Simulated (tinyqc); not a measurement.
On-chip power grid, static voltage drop by conjugate gradients: one step of the calculation.

A grid of 4 rows and 3 columns, node k = 3 row + column. Neighbours in a row are joined by Rx, in a column by Ry; pad nodes, which reach the supply through Rp: 0, 11. Each node draws I0, node 4 draws kh I0. The drops u = Vdd - V solve G u = i, with G the conductance matrix (1/Rp added on the diagonal at pad nodes).

Question. Diagonal of G, loads and first direction. G_kk = sum of the conductances at node k. Start u = 0, so the residual is r = i; p = r.

Parameters, values chosen for the exercise: resistance of a horizontal segment Rx = 0.91 ohm; resistance of a vertical segment Ry = 0.51 ohm; resistance from a pad node to the supply Rp = 0.57 ohm; load current of an ordinary node I0 = 11 mA; factor on the load at the hot node kh = 3.

Wanted: G_kk; r at the start; p at the start.

Answer.

G_kk (S):
```
       col 0  col 1  col 2
row 0  4.814  4.159  3.060
row 1  5.020  6.119  5.020
row 2  5.020  6.119  5.020
row 3  3.060  4.159  4.814
```

r at the start (mA):
```
       col 0  col 1  col 2
row 0  11.00  11.00  11.00
row 1  11.00  33.00  11.00
row 2  11.00  11.00  11.00
row 3  11.00  11.00  11.00
```

p at the start (mA):
```
       col 0  col 1  col 2
row 0  11.00  11.00  11.00
row 1  11.00  33.00  11.00
row 2  11.00  11.00  11.00
row 3  11.00  11.00  11.00
```

Numbers from tinyqc (`OMP_NUM_THREADS=1 python tinyqc.py 2770144 2770145 out.jsonl`; about 0.07 s on one thread of a shared Intel Xeon 2.30GHz).
